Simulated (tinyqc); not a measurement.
# Input admittance of a MOSFET at zero drain bias: distributed channel and distributed gate: input impedance against frequency

Source and drain grounded, strong inversion, w = 2 pi f, Cox = eps0 eox/tox. The channel is an RC line of resistance 1/(mu Cox Vo) per square fed from both ends, so one finger has the intrinsic admittance y = i w Cox L tanh(g)/g per width, g = (1/2) sqrt(i w tau), tau = L^2/(mu Vo). The vertical resistance rv/L is in series with y, the overlaps 2 i w Cov in parallel: y_t = 1/(1/y + rv/L) + 2 i w Cov. The gate strip is a line of Rsh/L per length loaded by y_t, so a finger has Y = y_t Wf tanh(k)/k, k = (Wf/sd) sqrt(y_t Rsh/L); the device has Nf Y.

Low-frequency limits, with c = Cox L and ct = c + 2 Cov: R_strip = Rsh Wf/(3 sd^2 L Nf), R_ch = (c/ct)^2 L/(12 mu Cox Vo Wf Nf), R_vert = (c/ct)^2 rv/(L Wf Nf), C = ct Wf Nf. Z = 1/(Nf Y) = R + 1/(i w C), Q = |Im Z|/R, far-point signal |1/cosh k|.

Values chosen for this exercise; values of the order met in silicon radio-frequency transistors: relative permittivity of the gate insulator (close to silicon dioxide) eox = 3.9; insulator thickness tox = 1.5 nm; channel length L = 0.059 um; finger width Wf = 3.9 um; number of fingers Nf = 4; channel mobility mu = 110 cm^2/(V s); gate overdrive Vo = 0.73 V; sheet resistance of the gate Rsh = 10 ohm/square; vertical resistivity of the gate stack rv = 11 ohm um^2; number of ends at which a finger is contacted sd = 1; overlap and fringe capacitance on each side Cov = 0.35 fF/um.

Constants: eps0 = 8.8541878128e-14 F/cm where lengths are in cm. Results are converted to the units shown.

The same in every row: low-frequency R (ohm) = 61.03.

Result of one run:

| w tau | \|k\| | R (ohm) | C (fF) | Q | signal at the far point |
|---|---|---|---|---|---|
| 0.2724 | 1.813 | 56.61 | 26.46 | 1.062 | 0.5420 |

Which frequency f gave this result: 0.3, 5, 10, 40 or 100 GHz?

f = 100 GHz.

The whole series:

| f (GHz) | w tau | \|k\| | R (ohm) | C (fF) | Q | signal at the far point |
|---|---|---|---|---|---|---|
| 0.1 | 2.724e-4 | 0.05774 | 61.03 | 32.11 | 812.2 | 1.000 |
| 0.3 | 8.171e-4 | 0.1000 | 61.03 | 32.11 | 270.7 | 1.000 |
| 0.7 | 0.001907 | 0.1528 | 61.03 | 32.11 | 116.0 | 0.9999 |
| 2 | 0.005448 | 0.2582 | 61.03 | 32.11 | 40.61 | 0.9995 |
| 5 | 0.01362 | 0.4083 | 61.02 | 32.09 | 16.26 | 0.9972 |
| 10 | 0.02724 | 0.5774 | 60.98 | 32.03 | 8.149 | 0.9889 |
| 40 | 0.1090 | 1.153 | 60.20 | 30.89 | 2.140 | 0.8561 |
| 100 | 0.2724 | 1.813 | 56.61 | 26.46 | 1.062 | 0.5420 |
| 300 | 0.8171 | 2.988 | 44.29 | 16.71 | 0.7168 | 0.1795 |

R falls from 61.0 to 44.3 ohm and C falls from 32.1 to 16.7 fF. Q goes as f^(-1.00) between the first two rows and f^(-0.36) between the last two, where w tau = 0.817 and |k| = 2.99. The low-frequency limits hold both R and C within 5 % up to f = 40 GHz among the rows.

Program tinyqc, `OMP_NUM_THREADS=1 python tinyqc.py 2262022 2262023 out.jsonl`; Intel Xeon 2.30GHz, shared host, one thread, about 0.01 s.
